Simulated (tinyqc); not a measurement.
Well width from the intersubband spacing.

Inverse problem. In an empty well of width L and depth Vb, level k solves kw L/2 = (k - 1) pi/2 + arctan(sqrt((mw/mb)(Vb - E)/E)) with kw = sqrt(mw E/C), C = hbar^2/(2 m0). Find L, E1 and E2 from the spacing.

Values chosen for this exercise; material values those of a made-up well: mass along z in the well mw = 0.0327 m0; mass along z in the barriers mb = 0.108 m0; barrier height Vb = 1.21 eV.

Constants: q = 1.602176634e-19 C, hbar = 1.054571817e-34 J s, m0 = 9.1093837015e-31 kg, hbar^2/(2 m0) = 0.0380998212 eV nm^2. Results are converted to the units shown.

E2 - E1 = 213.39119 meV

Solution. Both levels are solved for trial widths until their difference matches. A second level is bound only for L above 3.08 nm, and over that range one width gives this spacing.

L = 9.60 nm
E1 = 67.5 meV
E2 = 281 meV

tinyqc, about 0.1 s, one thread, Intel Xeon 2.30GHz (shared host): `OMP_NUM_THREADS=1 python tinyqc.py 2140064 2140065 out.jsonl`
